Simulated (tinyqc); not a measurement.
# Changing the compensation ratio C

Model: mobility of a non-polar semiconductor in the relaxation-time approximation. Computed by tinyqc, a small Python program. Command: `OMP_NUM_THREADS=1 python tinyqc.py 3011345 3011346 out.jsonl rta sweep`. One thread of a shared host (Intel(R) Xeon(R) Processor @ 2.30GHz), about 0.03 s of CPU time with the checks.

Each valley is treated as a sphere of mass m_d for states and rates, with one isotropic relaxation time; the conductivity mass m_c sets the current.

Inputs (values chosen for the exercise, for a model non-polar semiconductor):
```
quantity,value,unit
longitudinal mass m_l,0.082,m_0
transverse mass m_t,0.082,m_0
equivalent valleys Z,1,-
static permittivity eps_s,12.7,-
density rho,6060,kg/m^3
sound velocity v_l,4970,m/s
acoustic deformation potential D_A,8.4,eV
phonon energy hbar w,37.5,meV
optical or intervalley deformation potential D_o,5.3,1e8 eV/cm
final valleys Z_f,1,-
carrier density n,5.9e+14,1/cm^3
temperature T,100,K
```

Band: parabolic. Impurity formula: Brooks-Herring. Further scattering: none.

Constants: k_B = 8.617333262e-05 eV/K; m_0 = 9.1093837015e-31 kg; e = 1.602176634e-19 C; hbar = 1.054571817e-34 J s; eps_0 = 8.8541878128e-12 F/m; k_B = 1.380649e-23 J/K; hbar = 6.582119569e-16 eV s.

Method:
- m_d = (m_l m_t^2)^(1/3); 1/m_c = (1/m_l + 2/m_t)/3; Hall mass factor A = 3 K_m (K_m + 2)/(2 K_m + 1)^2, K_m = m_l/m_t; N_I = n (1 + C)/(1 - C).
- Parabolic band: E = hbar^2 k^2/(2 m), speed v = hbar k/m, states per spin, volume and energy g(E) = m k/(2 pi^2 hbar^2). Here m = m_d. Masses are multiplied by m_0 and all formulas are in SI units.
- The reduced Fermi level eta = E_F/(k_B T) solves n = 2 Z int g f dE with f = 1/(1 + exp(x - eta)) (Z = 1 unless valleys are given); screening length L_s = sqrt(eps_s eps_0 k_B T/(e^2 dn/deta)), dn/deta = 2 Z int g f (1 - f) dE.
- Integrals over x = E/(k_B T) use 160 Gauss-Legendre points in u = sqrt(x) from 0 to sqrt(max(eta, 0) + 32).
- Phonon occupation N_q = 1/(exp(hbar w/(k_B T)) - 1).
- Acoustic deformation potential (elastic, equipartition, absorption and emission together): 1/tau = 2 pi k_B T D_A^2 g(E)/(hbar rho v_l^2).
- Optical or intervalley deformation potential: 1/tau = (pi Z_f D_o^2/(rho w)) [N_q g(E + hbar w) + (N_q + 1) g(E - hbar w)], with g = 0 below the band edge.
- Each optical term is multiplied by (1 - f(E'))/(1 - f(E)), E' the final energy, for Pauli blocking.
- Singly charged impurities, momentum relaxation: 1/tau = N_I e^4 m (1 + 2 alpha E) Phi/(8 pi (eps_s eps_0)^2 hbar^3 k^3), with alpha = 0 for a parabolic band.
- Brooks-Herring: Phi = ln(1 + b) - b/(1 + b), b = 4 k^2 L_s^2.
- mu = (m_d/m_c) (2 Z e/(3 n k_B T)) int g v^2 tau f (1 - f) dE.
- Averages over x are split at the emission threshold x_0 = hbar w/(k_B T): 64 Gauss-Legendre points in sqrt(x) below it and 128 in sqrt(x - x_0) above it, up to x = max(eta, 0) + 32.
- Rates are added at each energy before the average. With <y> = int g v^2 y f (1 - f) dE: Hall factor r_H = A (3 n k_B T/(2 Z m_d)) <tau^2/(1 + 2 alpha E)>/<tau>^2 (alpha = 0 for a parabolic band); Hall mobility r_H mu; |S| = (k_B/e) (<x tau>/<tau> - eta); resistivity 1/(n e mu).

One run for each value:
```
compensation ratio C,drift mobility mu (cm^2/(V s)),ionised impurity mobility (cm^2/(V s)),Hall factor r_H,Seebeck coefficient |S| (microvolt/K)
0.00,1.403e+05,4.587e+05,1.082,686.8
0.10,1.281e+05,3.753e+05,1.095,691.7
0.25,1.099e+05,2.752e+05,1.119,699.4
0.40,9.146e+04,1.966e+05,1.150,708.0
0.55,7.229e+04,1.332e+05,1.192,718.1
0.70,5.175e+04,8.095e+04,1.255,730.6
0.80,3.675e+04,5.097e+04,1.321,741.6
0.90,2.002e+04,2.414e+04,1.434,757.0
```

Over the rows, drift mobility mu (cm^2/(V s)) falls from 140000 to 20000; ionised impurity mobility (cm^2/(V s)) falls from 459000 to 24100; Hall factor r_H rises from 1.08 to 1.43. Compensation adds scatterers without adding carriers or screening: N_I/n grows from 1 to 19, and mu keeps 14 % of its first value.

Caution (all rows): n is taken as given; at low temperature (in diamond even at 300 K) real dopants can freeze out, which changes n and N_I.
